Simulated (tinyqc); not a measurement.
MP2 on RHF in the sto-3g basis, for BeH2, spin multiplicity 1, step by step. Computed by tinyqc, a small Python program that keeps every step (integrals from PySCF). Settings: charge = 0, multiplicity = 1, basis = sto-3g, method = RHF, energy threshold = 1e-10, iteration cap = 68, orthogonalisation = canonical, start = core, DIIS depth = 6. Command: `OMP_NUM_THREADS=1 python tinyqc.py 27442 27443 out.jsonl` (the two numbers bound the seeds that draw the settings). One thread of a shared host (Intel(R) Xeon(R) Processor @ 2.60GHz), about 0.09 s of CPU time with the checks. The early iterations of the SCF are left out here.

## One-electron integrals

Geometry (angstrom):
```
atom        x         y        z
Be    0.00000   0.00000  0.00000
H     0.00000   1.24900  0.05000
H     0.00000  -1.24900  0.05000
```

Basis sto-3g: exponents (1/bohr^2) and contraction coefficients of normalised primitives:
```
element  l (shell)  exponent  coefficient
Be           s (1)  30.16787      0.15433
Be           s (1)   5.49512      0.53533
Be           s (1)   1.48719      0.44463
Be           s (2)   1.31483     -0.09997
Be           s (2)   0.30554      0.39951
Be           s (2)   0.09937      0.70012
Be           p (3)   1.31483      0.15592
Be           p (3)   0.30554      0.60768
Be           p (3)   0.09937      0.39196
H            s (1)   3.42525      0.15433
H            s (1)   0.62391      0.53533
H            s (1)   0.16886      0.44463
```

Overlap, kinetic and nuclear-attraction integrals over the contracted functions; the nuclear repulsion is the sum of Za Zb / Rab.

nuclear repulsion = 3.5985734 hartree

overlap S:
```
          1Be 1s   1Be 2s  1Be 2px   1Be 2py  1Be 2pz    2H 1s     3H 1s
1Be 1s   1.00000  0.25952  0.00000   0.00000  0.00000  0.08479   0.08479
1Be 2s   0.25952  1.00000  0.00000   0.00000  0.00000  0.49675   0.49675
1Be 2px  0.00000  0.00000  1.00000   0.00000  0.00000  0.00000   0.00000
1Be 2py  0.00000  0.00000  0.00000   1.00000  0.00000  0.54904  -0.54904
1Be 2pz  0.00000  0.00000  0.00000   0.00000  1.00000  0.02198   0.02198
2H 1s    0.08479  0.49675  0.00000   0.54904  0.02198  1.00000   0.04970
3H 1s    0.08479  0.49675  0.00000  -0.54904  0.02198  0.04970   1.00000
```

kinetic energy T (hartree):
```
           1Be 1s    1Be 2s  1Be 2px   1Be 2py  1Be 2pz     2H 1s     3H 1s
1Be 1s    6.69397  -0.03301  0.00000   0.00000  0.00000  -0.01653  -0.01653
1Be 2s   -0.03301   0.21111  0.00000   0.00000  0.00000   0.08382   0.08382
1Be 2px   0.00000   0.00000  0.66059   0.00000  0.00000   0.00000   0.00000
1Be 2py   0.00000   0.00000  0.00000   0.66059  0.00000   0.22483  -0.22483
1Be 2pz   0.00000   0.00000  0.00000   0.00000  0.66059   0.00900   0.00900
2H 1s    -0.01653   0.08382  0.00000   0.22483  0.00900   0.76003  -0.01067
3H 1s    -0.01653   0.08382  0.00000  -0.22483  0.00900  -0.01067   0.76003
```

nuclear attraction V (hartree):
```
            1Be 1s    1Be 2s   1Be 2px   1Be 2py   1Be 2pz     2H 1s     3H 1s
1Be 1s   -15.40778  -2.11897   0.00000   0.00000  -0.00165  -0.69462  -0.69462
1Be 2s    -2.11897  -3.08944   0.00000   0.00000  -0.01275  -1.52720  -1.52720
1Be 2px    0.00000   0.00000  -2.98649   0.00000   0.00000   0.00000   0.00000
1Be 2py    0.00000   0.00000   0.00000  -3.23966   0.00000  -1.65338   1.65338
1Be 2pz   -0.00165  -0.01275   0.00000   0.00000  -2.98690  -0.06793  -0.06793
2H 1s     -0.69462  -1.52720   0.00000  -1.65338  -0.06793  -3.11249  -0.17747
3H 1s     -0.69462  -1.52720   0.00000   1.65338  -0.06793  -0.17747  -3.11249
```

core Hamiltonian H = T + V (hartree):
```
           1Be 1s    1Be 2s   1Be 2px   1Be 2py   1Be 2pz     2H 1s     3H 1s
1Be 1s   -8.71380  -2.15198   0.00000   0.00000  -0.00165  -0.71115  -0.71115
1Be 2s   -2.15198  -2.87833   0.00000   0.00000  -0.01275  -1.44338  -1.44338
1Be 2px   0.00000   0.00000  -2.32590   0.00000   0.00000   0.00000   0.00000
1Be 2py   0.00000   0.00000   0.00000  -2.57907   0.00000  -1.42855   1.42855
1Be 2pz  -0.00165  -0.01275   0.00000   0.00000  -2.32630  -0.05893  -0.05893
2H 1s    -0.71115  -1.44338   0.00000  -1.42855  -0.05893  -2.35246  -0.18814
3H 1s    -0.71115  -1.44338   0.00000   1.42855  -0.05893  -0.18814  -2.35246
```

## Two-electron integrals

Functions are numbered as in S; the eight-fold symmetry (ij|kl) = (ji|kl) = (kl|ij) leaves the list below.

Two-electron integrals (ij|kl) in chemists' order, unique and non-zero (hartree):
```
(11|11) 2.29883     (21|11) 0.39204     (21|21) 0.07954     (22|11) 0.57099
(22|21) 0.14304     (22|22) 0.41768     (31|31) 0.01461     (32|31) 0.02189
(32|32) 0.09226     (33|11) 0.56958     (33|21) 0.14308     (33|22) 0.41759
(33|33) 0.44986     (41|41) 0.01461     (42|41) 0.02189     (42|42) 0.09226
(43|43) 0.02425     (44|11) 0.56958     (44|21) 0.14308     (44|22) 0.41759
(44|33) 0.40136     (44|44) 0.44986     (51|51) 0.01461     (52|51) 0.02189
(52|52) 0.09226     (53|53) 0.02425     (54|54) 0.02425     (55|11) 0.56958
(55|21) 0.14308     (55|22) 0.41759     (55|33) 0.40136     (55|44) 0.40136
(55|55) 0.44986     (61|11) 0.12730     (61|21) 0.02578     (61|22) 0.04658
(61|33) 0.04624     (61|41) 0.00234     (61|42) 0.00432     (61|44) 0.04730
(61|51) 0.00009     (61|52) 0.00017     (61|54) 4.23e-05    (61|55) 0.04624
(61|61) 0.00878     (62|11) 0.25400     (62|21) 0.06427     (62|22) 0.19813
(62|33) 0.19129     (62|41) 0.00846     (62|42) 0.04745     (62|44) 0.21161
(62|51) 0.00034     (62|52) 0.00190     (62|54) 0.00081     (62|55) 0.19132
(62|61) 0.02294     (62|62) 0.12982     (63|31) 0.00655     (63|32) 0.02888
(63|43) 0.00869     (63|53) 0.00035     (63|63) 0.01357     (64|11) 0.25414
(64|21) 0.06519     (64|22) 0.21100     (64|33) 0.19862     (64|41) 0.01399
(64|42) 0.07472     (64|44) 0.23553     (64|51) 0.00030     (64|52) 0.00184
(64|54) 0.00113     (64|55) 0.19865     (64|61) 0.02459     (64|62) 0.15864
(64|64) 0.20286     (65|11) 0.01017     (65|21) 0.00261     (65|22) 0.00845
(65|33) 0.00795     (65|41) 0.00030     (65|42) 0.00184     (65|44) 0.00873
(65|51) 0.00656     (65|52) 0.02896     (65|54) 0.00873     (65|55) 0.00865
(65|61) 0.00098     (65|62) 0.00635     (65|64) 0.00758     (65|65) 0.01387
(66|11) 0.41764     (66|21) 0.10768     (66|22) 0.36670     (66|33) 0.34035
(66|41) 0.01840     (66|42) 0.12613     (66|44) 0.41894     (66|51) 0.00074
(66|52) 0.00505     (66|54) 0.00315     (66|55) 0.34048     (66|61) 0.03990
(66|62) 0.29312     (66|64) 0.38340     (66|65) 0.01535     (66|66) 0.77461
(71|11) 0.12730     (71|21) 0.02578     (71|22) 0.04658     (71|33) 0.04624
(71|41) -0.00234    (71|42) -0.00432    (71|44) 0.04730     (71|51) 0.00009
(71|52) 0.00017     (71|54) -4.23e-05   (71|55) 0.04624     (71|61) 0.00799
(71|62) 0.01937     (71|64) 0.01873     (71|65) 0.00083     (71|66) 0.03176
(71|71) 0.00878     (72|11) 0.25400     (72|21) 0.06427     (72|22) 0.19813
(72|33) 0.19129     (72|41) -0.00846    (72|42) -0.04745    (72|44) 0.21161
(72|51) 0.00034     (72|52) 0.00190     (72|54) -0.00081    (72|55) 0.19132
(72|61) 0.01937     (72|62) 0.07401     (72|64) 0.07021     (72|65) 0.00356
(72|66) 0.12566     (72|71) 0.02294     (72|72) 0.12982     (73|31) 0.00655
(73|32) 0.02888     (73|43) -0.00869    (73|53) 0.00035     (73|63) 0.00648
(73|73) 0.01357     (74|11) -0.25414    (74|21) -0.06519    (74|22) -0.21100
(74|33) -0.19862    (74|41) 0.01399     (74|42) 0.07472     (74|44) -0.23553
(74|51) -0.00030    (74|52) -0.00184    (74|54) 0.00113     (74|55) -0.19865
(74|61) -0.01873    (74|62) -0.07021    (74|64) -0.06227    (74|65) -0.00332
(74|66) -0.11538    (74|71) -0.02459    (74|72) -0.15864    (74|74) 0.20286
(75|11) 0.01017     (75|21) 0.00261     (75|22) 0.00845     (75|33) 0.00795
(75|41) -0.00030    (75|42) -0.00184    (75|44) 0.00873     (75|51) 0.00656
(75|52) 0.02896     (75|54) -0.00873    (75|55) 0.00865     (75|61) 0.00083
(75|62) 0.00356     (75|64) 0.00332     (75|65) 0.00665     (75|66) 0.00622
(75|71) 0.00098     (75|72) 0.00635     (75|74) -0.00758    (75|75) 0.01387
(76|11) 0.03210     (76|21) 0.00792     (76|22) 0.02205     (76|33) 0.02168
(76|44) 0.02278     (76|51) 0.00008     (76|52) 0.00036     (76|55) 0.02169
(76|61) 0.00259     (76|62) 0.01074     (76|64) 0.01163     (76|65) 0.00057
(76|66) 0.02044     (76|71) 0.00259     (76|72) 0.01074     (76|74) -0.01163
(76|75) 0.00057     (76|76) 0.00119     (77|11) 0.41764     (77|21) 0.10768
(77|22) 0.36670     (77|33) 0.34035     (77|41) -0.01840    (77|42) -0.12613
(77|44) 0.41894     (77|51) 0.00074     (77|52) 0.00505     (77|54) -0.00315
(77|55) 0.34048     (77|61) 0.03176     (77|62) 0.12566     (77|64) 0.11538
(77|65) 0.00622     (77|66) 0.21174     (77|71) 0.03990     (77|72) 0.29312
(77|74) -0.38340    (77|75) 0.01535     (77|76) 0.02044     (77|77) 0.77461
```

## Orthogonalisation

S = U s U^T; canonical form X = U s^(-1/2), so that X^T S X = 1. Each column of U has its largest component positive (the first on a tie).

eigenvalues of S: 0.19829  0.30469  0.92726  1.00000  1.00158  1.75201  1.81618

X:
```
                1         2         3        4         5         6        7
1Be 1s    0.00000  -0.28613   0.96239  0.00000  -0.13582   0.00000  0.23201
1Be 2s    0.00000   1.32259  -0.11080  0.00000  -0.02398   0.00000  0.50056
1Be 2px   0.00000   0.00000   0.00000  1.00000   0.00000   0.00000  0.00000
1Be 2py   1.56234   0.00000   0.00000  0.00000   0.00000   0.54269  0.00000
1Be 2pz   0.00000   0.05379   0.14701  0.00000   0.98838   0.00000  0.01888
2H 1s    -1.14067  -0.85088  -0.24328  0.00000   0.03544   0.37166  0.35062
3H 1s     1.14067  -0.85088  -0.24328  0.00000   0.03544  -0.37166  0.35062
```

## Iteration 7 (converged): orbitals

converged F (hartree):
```
           1Be 1s    1Be 2s  1Be 2px   1Be 2py   1Be 2pz     2H 1s     3H 1s
1Be 1s   -4.51371  -1.28823  0.00000   0.00000   0.00084  -0.43183  -0.43183
1Be 2s   -1.28823  -0.65038  0.00000   0.00000  -0.01061  -0.45387  -0.45387
1Be 2px   0.00000   0.00000  0.20944   0.00000   0.00000   0.00000   0.00000
1Be 2py   0.00000   0.00000  0.00000  -0.27432   0.00000  -0.34490   0.34490
1Be 2pz   0.00084  -0.01061  0.00000   0.00000   0.20888  -0.01134  -0.01134
2H 1s    -0.43183  -0.45387  0.00000  -0.34490  -0.01134  -0.35497  -0.07183
3H 1s    -0.43183  -0.45387  0.00000   0.34490  -0.01134  -0.07183  -0.35497
```

Diagonalise F' = X^T F X, C = X C', fill 3 alpha and 3 beta electrons from the bottom; D = 2 C_occ C_occ^T. Each column has its largest component positive (the first on a tie).

F' = X^T F X (hartree):
```
         1         2         3        4         5         6         7
1  1.05226   0.00000   0.00000  0.00000   0.00000   0.03395   0.00000
2  0.00000   0.47348   0.33737  0.00000  -0.04255   0.00000   0.13536
3  0.00000   0.33737  -3.60214  0.00000   0.58393   0.00000  -1.58448
4  0.00000   0.00000   0.00000  0.20944   0.00000   0.00000   0.00000
5  0.00000  -0.04255   0.58393  0.00000   0.11949   0.00000   0.25071
6  0.03395   0.00000   0.00000  0.00000   0.00000  -0.43727   0.00000
7  0.00000   0.13536  -1.58448  0.00000   0.25071   0.00000  -1.26961
```

orbital energies (hartree): MO1 -4.51720, MO2 -0.47169, MO3 -0.43804, MO4 0.20876, MO5 0.20944, MO6 0.50134, MO7 1.05303

coefficients C:
```
              MO1       MO2       MO3       MO4      MO5       MO6       MO7
1Be 1s    0.99175  -0.23176   0.00000   0.01601  0.00000  -0.20690   0.00000
1Be 2s    0.03141   0.53699   0.00000  -0.07526  0.00000   1.31059   0.00000
1Be 2px   0.00000   0.00000   0.00000   0.00000  1.00000   0.00000   0.00000
1Be 2py   0.00000   0.00000   0.50698   0.00000  0.00000   0.00000   1.57429
1Be 2pz  -0.00004   0.00980   0.00000   0.99728  0.00000   0.08424   0.00000
2H 1s    -0.00181   0.39655   0.39753   0.02923  0.00000  -0.86560  -1.13191
3H 1s    -0.00181   0.39655  -0.39753   0.02923  0.00000  -0.86560   1.13191
```

D after iteration 7:
```
           1Be 1s    1Be 2s  1Be 2px   1Be 2py   1Be 2pz     2H 1s     3H 1s
1Be 1s    2.07455  -0.18661  0.00000   0.00000  -0.00462  -0.18739  -0.18739
1Be 2s   -0.18661   0.57869  0.00000   0.00000   0.01052   0.42577   0.42577
1Be 2px   0.00000   0.00000  0.00000   0.00000   0.00000   0.00000   0.00000
1Be 2py   0.00000   0.00000  0.00000   0.51405   0.00000   0.40308  -0.40308
1Be 2pz  -0.00462   0.01052  0.00000   0.00000   0.00019   0.00777   0.00777
2H 1s    -0.18739   0.42577  0.00000   0.40308   0.00777   0.63058  -0.00156
3H 1s    -0.18739   0.42577  0.00000  -0.40308   0.00777  -0.00156   0.63058
```

## Convergence

Stop when the energy changes by less than 1e-10 hartree and every element of the error matrix X^T (F D S - S D F) X is below 3e-06.

Course of the cycle:
```
iteration  E (hartree)     change  largest element of the error matrix
1          -15.2461279          -                             7.35e-01
2          -15.5564325  -3.10e-01                             8.33e-02
3          -15.5596742  -3.24e-03                             2.10e-03
4          -15.5596868  -1.26e-05                             5.34e-04
5          -15.5596874  -6.34e-07                             4.83e-05
6          -15.5596874  -4.80e-09                             4.95e-06
7          -15.5596874  -1.36e-11                             1.40e-08
```

PySCF RHF in the same basis = -15.5596874 hartree

Converged in 7 iterations.

## Integrals over molecular orbitals

(pq|rs) = sum C_ip C_jq C_kr C_ls (ij|kl), one index at a time.

one-electron integrals over orbitals h = C^T H C (hartree):
```
          1         2         3         4         5         6         7
1  -8.70204   0.23445   0.00000  -0.01768   0.00000   0.18410   0.00000
2   0.23445  -2.53069   0.00000  -0.00062   0.00000  -0.13932   0.00000
3   0.00000   0.00000  -2.49860   0.00000   0.00000   0.00000  -0.25919
4  -0.01768  -0.00062   0.00000  -2.32498   0.00000  -0.01790   0.00000
5   0.00000   0.00000   0.00000   0.00000  -2.32590   0.00000   0.00000
6   0.18410  -0.13932   0.00000  -0.01790   0.00000  -1.91883   0.00000
7   0.00000   0.00000  -0.25919   0.00000   0.00000   0.00000  -1.75539
```

Two-electron integrals over orbitals (pq|rs), unique and non-zero (hartree):
```
(11|11) 2.27142     (21|11) -0.20546    (21|21) 0.02849     (22|11) 0.50129
(22|21) -0.00730    (22|22) 0.40799     (31|31) 0.00653     (32|31) 0.01564
(32|32) 0.16584     (33|11) 0.47293     (33|21) -0.00302    (33|22) 0.42138
(33|33) 0.44431     (41|11) 0.01375     (41|21) -0.00169    (41|22) 0.00145
(41|33) 0.00084     (41|41) 0.01583     (42|11) -0.00463    (42|21) 0.00065
(42|22) 0.00429     (42|33) 0.00377     (42|41) 0.01540     (42|42) 0.05040
(43|31) -1.69e-05   (43|32) 0.00365     (43|43) 0.01561     (44|11) 0.56891
(44|21) -0.00847    (44|22) 0.37502     (44|33) 0.36387     (44|41) -0.00189
(44|42) -0.00819    (44|44) 0.45042     (51|51) 0.01577     (52|51) 0.01549
(52|52) 0.05045     (53|53) 0.01548     (54|51) -0.00117    (54|52) -0.00306
(54|54) 0.02442     (55|11) 0.56917     (55|21) -0.00843    (55|22) 0.37535
(55|33) 0.36400     (55|41) 0.00045     (55|42) -0.00211    (55|44) 0.40129
(55|55) 0.44986     (61|11) -0.17158    (61|21) 0.02450     (61|22) -0.00703
(61|33) -0.00456    (61|41) -0.00054    (61|42) 0.00129     (61|44) -0.00434
(61|55) -0.00417    (61|61) 0.02145     (62|11) 0.09937     (62|21) -0.00685
(62|22) -0.02877    (62|33) -0.05123    (62|41) 0.00120     (62|42) -0.00063
(62|44) 0.04546     (62|55) 0.04600     (62|61) -0.00305    (62|62) 0.07600
(63|31) -0.00381    (63|32) -0.09631    (63|43) -0.00297    (63|63) 0.08300
(64|11) 0.00546     (64|21) 0.00016     (64|22) 0.00185     (64|33) -0.00042
(64|41) 0.01605     (64|42) 0.04688     (64|44) -0.00275    (64|55) 0.00160
(64|61) 0.00119     (64|62) 0.00652     (64|64) 0.05034     (65|51) 0.01623
(65|52) 0.04755     (65|54) -0.00221    (65|65) 0.05098     (66|11) 0.47980
(66|21) -0.00629    (66|22) 0.40490     (66|33) 0.41561     (66|41) 0.00291
(66|42) 0.00916     (66|44) 0.37131     (66|55) 0.37220     (66|61) -0.00543
(66|62) -0.03802    (66|64) 0.00604     (66|66) 0.41920     (71|31) 0.01190
(71|32) 0.02130     (71|43) -0.00027    (71|63) -0.00314    (71|71) 0.02232
(72|31) 0.00290     (72|32) -0.04662    (72|43) -0.00394    (72|63) 0.06097
(72|71) 0.00671     (72|72) 0.05650     (73|11) 0.13377     (73|21) -0.00560
(73|22) -0.00946    (73|33) -0.02414    (73|41) -0.00037    (73|42) -0.00584
(73|44) 0.05431     (73|55) 0.05420     (73|61) -0.00300    (73|62) 0.07085
(73|64) 0.00173     (73|66) -0.03019    (73|73) 0.08076     (74|31) -0.00115
(74|32) -0.00998    (74|43) 0.01370     (74|63) 0.00574     (74|71) -0.00182
(74|72) 0.00134     (74|74) 0.01698     (75|53) 0.01388     (75|75) 0.01628
(76|31) 0.01191     (76|32) 0.14326     (76|43) 0.00426     (76|63) -0.09714
(76|71) 0.01608     (76|72) -0.05908    (76|74) -0.00861    (76|76) 0.14165
(77|11) 0.58753     (77|21) -0.00963    (77|22) 0.43852     (77|33) 0.45794
(77|41) 0.00024     (77|42) 0.00065     (77|44) 0.39589     (77|55) 0.39560
(77|61) -0.00915    (77|62) -0.04448    (77|64) -0.00289    (77|66) 0.44474
(77|73) -0.01830    (77|77) 0.50143
```

## Second-order Moller-Plesset energy

Hartree-Fock energy = -15.5596874 hartree

E2 = sum_ijab (ia|jb) [2 (ia|jb) - (ib|ja)] / (e_i + e_j - e_a - e_b) over occupied i, j and virtual a, b; the opposite-spin part is (ia|jb)^2 / denominator, the rest is same-spin, and SCS-MP2 scales them by 6/5 and 1/3.

Terms (the 40 largest of 46):
```
i  j  a  b   (ia|jb)   (ib|ja)  denominator       term
3  3  6  6   0.08300   0.08300     -1.87877   -0.00367
2  2  6  6   0.07600   0.07600     -1.94605   -0.00297
3  2  7  6   0.07085   0.06097     -2.46410   -0.00232
2  3  6  7   0.07085   0.06097     -2.46410   -0.00232
3  3  7  7   0.08076   0.08076     -2.98215   -0.00219
2  2  5  5   0.05045   0.05045     -1.36225   -0.00187
2  2  4  4   0.05040   0.05040     -1.36090   -0.00187
2  3  7  6   0.06097   0.07085     -2.46410   -0.00126
3  2  6  7   0.06097   0.07085     -2.46410   -0.00126
2  2  7  7   0.05650   0.05650     -3.04943   -0.00105
3  3  4  4   0.01561   0.01561     -1.29361   -0.00019
3  3  5  5   0.01548   0.01548     -1.29496   -0.00019
1  1  6  6   0.02145   0.02145    -10.03708  -4.59e-05
1  1  7  7   0.02232   0.02232    -11.14046  -4.47e-05
2  1  5  5   0.01549   0.01549     -5.40776  -4.43e-05
1  2  5  5   0.01549   0.01549     -5.40776  -4.43e-05
2  1  4  4   0.01540   0.01540     -5.40641  -4.39e-05
1  2  4  4   0.01540   0.01540     -5.40641  -4.39e-05
1  1  4  4   0.01583   0.01583     -9.45193  -2.65e-05
1  1  5  5   0.01577   0.01577     -9.45328  -2.63e-05
3  2  7  4  -0.00584  -0.00394     -2.17152  -2.08e-05
2  3  4  7  -0.00584  -0.00394     -2.17152  -2.08e-05
1  2  7  7   0.00671   0.00671     -7.09494  -6.35e-06
2  1  7  7   0.00671   0.00671     -7.09494  -6.35e-06
3  3  4  6  -0.00297  -0.00297     -1.58619  -5.57e-06
3  3  6  4  -0.00297  -0.00297     -1.58619  -5.57e-06
2  3  7  4  -0.00394  -0.00584     -2.17152  -3.68e-06
3  2  4  7  -0.00394  -0.00584     -2.17152  -3.68e-06
3  1  6  7  -0.00314  -0.00300     -6.50961  -1.58e-06
1  3  7  6  -0.00314  -0.00300     -6.50961  -1.58e-06
1  2  6  6  -0.00305  -0.00305     -5.99157  -1.56e-06
2  1  6  6  -0.00305  -0.00305     -5.99157  -1.56e-06
1  3  6  7  -0.00300  -0.00314     -6.50961  -1.32e-06
3  1  7  6  -0.00300  -0.00314     -6.50961  -1.32e-06
1  2  6  4   0.00129   0.00120     -5.69899  -3.09e-07
2  1  4  6   0.00129   0.00120     -5.69899  -3.09e-07
2  2  6  4  -0.00063  -0.00063     -1.65347  -2.38e-07
2  2  4  6  -0.00063  -0.00063     -1.65347  -2.38e-07
1  2  4  6   0.00120   0.00129     -5.69899  -2.37e-07
2  1  6  4   0.00120   0.00129     -5.69899  -2.37e-07
```

Pair energies (hartree; pair i-j sums ij and ji):
```
pair  opposite spin  same spin
1-1        -0.00014          0
2-1        -0.00019  -2.38e-09
2-2        -0.00775          0
3-1       -5.86e-06  -8.95e-09
3-2        -0.00714   -0.00008
3-3        -0.00624          0
```

MP2 correlation energy = -0.0215521 hartree

SCS-MP2 correlation energy = -0.0257910 hartree

MP2 total energy = -15.5812396 hartree
